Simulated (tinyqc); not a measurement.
Metal gate on a two-layer dielectric stack with fixed charge and a dipole: threshold against doping.

Gate, layer 2, layer 1, p-type semiconductor; x runs from the gate inwards. Charges are counted in units of +q. psi is the band bending at the surface, positive towards inversion. Classical charge, Boltzmann statistics, no interface traps.

EOT = 3.9 (t1/e1 + t2/e2), Cox = eps0/(t1/e1 + t2/e2); phi_ms = pM - (chi + Eg - Vt ln(Nv/Na)). Vfb = phi_ms + Vd - (q/eps0) [Q1 (t1/e1 + t2/e2) + Q2 t2/e2 + r1 (t1^2/(2 e1) + t1 t2/e2) + r2 t2^2/(2 e2)]: each charge counts with its electrical distance from the gate. ni = sqrt(Nc Nv) exp(-Eg/(2 Vt)), Eg in volts, pB = Vt ln(Na/ni), Vth = Vfb + 2 pB + sqrt(4 q eps0 eps_r Na pB)/Cox.

Parameters, values chosen for the exercise; band and dielectric values close to those of silicon, layer 1 close to silicon dioxide, layer 2 close to aluminium oxide:
- T = 300 K (temperature)
- Eg = 1.11 eV (band gap)
- eps_r = 11.9 (relative permittivity)
- Nc = 2.84e19 cm^-3 (conduction-band density of states at T)
- Nv = 2.6e19 cm^-3 (valence-band density of states at T)
- chi = 3.98 eV (electron affinity)
- pM = 4.34 eV (work function of the gate metal)
- t1 = 0.4 nm (thickness of layer 1, next to the semiconductor)
- e1 = 3.98 (relative permittivity of layer 1)
- t2 = 4.7 nm (thickness of layer 2, next to the gate)
- e2 = 8.89 (relative permittivity of layer 2)
- Q1 = 1.2e12 cm^-2 (fixed charge at the semiconductor interface)
- Q2 = 1.6e11 cm^-2 (fixed charge between the layers)
- r1 = 0 cm^-3 (uniform charge density in layer 1)
- r2 = 0 cm^-3 (uniform charge density in layer 2)
- Vd = 0.44 V (flat-band shift by a dipole layer between the layers)

Constants: q = 1.602176634e-19 C, kB = 1.380649e-23 J/K, Vt = kB T/q, eps0 = 8.8541878128e-14 F/cm where lengths are in cm. Results are converted to the units shown.

Threshold against doping:
```
Na (cm^-3)  phi_ms (V)  2 pB (V)  Qd/Cox (V)  Vth (V)
1.2e15         -0.4919    0.5915     0.01100   0.3987
3.6e15         -0.5203    0.6483     0.01995   0.4360
1.1e16         -0.5492    0.7061     0.03639   0.4814
3.2e16         -0.5768    0.7613     0.06445   0.5370
9.5e16         -0.6049    0.8176      0.1151   0.6158
2.8e17         -0.6329    0.8734      0.2042   0.7328
8.4e17         -0.6613    0.9302      0.3650   0.9220
2.5e18         -0.6895    0.9866      0.6485    1.234
```

Vth rises from 0.399 to 1.23 V. Of the change, phi_ms + 2 pB gives 198 mV (Vt ln 10 a decade) and the depletion charge 637 mV, growing as Na^(0.53).

Computed by the program tinyqc: `OMP_NUM_THREADS=1 python tinyqc.py 2010166 2010167 out.jsonl`, one thread of a shared Intel Xeon 2.30GHz, about 0.01 s for the whole run.
